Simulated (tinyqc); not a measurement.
Inside a calculation. Method: RHF in the 3-21g basis, for H3+, spin multiplicity 1. One step of it, computed by the program tinyqc.

Problem. Iteration 4: diagonalisation and new density. Diagonalise F' = X^T F X, C = X C', fill 1 alpha and 1 beta electrons from the bottom; D = 2 C_occ C_occ^T. Each column has its largest component positive (the first on a tie).

extrapolated F (hartree):
```
,1H 1s,1H 2s,2H 1s,2H 2s,3H 1s,3H 2s
1H 1s,-0.103869,-0.572500,-0.185821,-0.339950,-0.185574,-0.339738
1H 2s,-0.572500,-0.592989,-0.339969,-0.485842,-0.339732,-0.485638
2H 1s,-0.185821,-0.339969,-0.103892,-0.572574,-0.185762,-0.339918
2H 2s,-0.339950,-0.485842,-0.572574,-0.593098,-0.339894,-0.485793
3H 1s,-0.185574,-0.339732,-0.185762,-0.339894,-0.103862,-0.572477
3H 2s,-0.339738,-0.485638,-0.339918,-0.485793,-0.572477,-0.592955
```

X:
```
,1H 1s,1H 2s,2H 1s,2H 2s,3H 1s,3H 2s
1H 1s,1.247177,-0.497124,0.033974,0.018081,0.033947,0.018136
1H 2s,-0.497124,1.472232,0.018102,-0.280549,0.018129,-0.280215
2H 1s,0.033974,0.018102,1.247184,-0.497149,0.033968,0.018115
2H 2s,0.018081,-0.280549,-0.497149,1.472413,0.018088,-0.280469
3H 1s,0.033947,0.018129,0.033968,0.018088,1.247175,-0.497117
3H 2s,0.018136,-0.280215,0.018115,-0.280469,-0.497117,1.472175
```

Give: F' = X^T F X; orbital energies; coefficients C; D after iteration 4.

Solution.

F' = X^T F X (hartree):
```
,1,2,3,4,5,6
1,0.3765,-0.6144,-0.0064,-0.1037,-0.0063,-0.1036
2,-0.6144,-0.0412,-0.1037,-0.1537,-0.1036,-0.1536
3,-0.0064,-0.1037,0.3765,-0.6144,-0.0064,-0.1036
4,-0.1037,-0.1537,-0.6144,-0.0412,-0.1037,-0.1537
5,-0.0063,-0.1036,-0.0064,-0.1037,0.3764,-0.6144
6,-0.1036,-0.1536,-0.1036,-0.1537,-0.6144,-0.0412
```

orbital energies (hartree): MO1 -0.8880, MO2 -0.2808, MO3 -0.2806, MO4 0.7760, MO5 0.7760, MO6 0.9031

coefficients C:
```
,MO1,MO2,MO3,MO4,MO5,MO6
1H 1s,0.1942,-0.2175,-0.1614,0.8360,0.6215,0.7807
1H 2s,0.2939,-0.7043,-0.5232,-0.9681,-0.7197,-0.5111
2H 1s,0.1943,-0.0311,0.2690,0.1199,-1.0344,0.7811
2H 2s,0.2939,-0.1006,0.8718,-0.1389,1.1982,-0.5117
3H 1s,0.1942,0.2486,-0.1076,-0.9561,0.4136,0.7805
3H 2s,0.2938,0.8050,-0.3488,1.1071,-0.4790,-0.5109
```

D after iteration 4:
```
,1H 1s,1H 2s,2H 1s,2H 2s,3H 1s,3H 2s
1H 1s,0.0754,0.1141,0.0755,0.1142,0.0754,0.1141
1H 2s,0.1141,0.1727,0.1142,0.1727,0.1141,0.1727
2H 1s,0.0755,0.1142,0.0755,0.1142,0.0755,0.1142
2H 2s,0.1142,0.1727,0.1142,0.1728,0.1142,0.1727
3H 1s,0.0754,0.1141,0.0755,0.1142,0.0754,0.1141
3H 2s,0.1141,0.1727,0.1142,0.1727,0.1141,0.1727
```
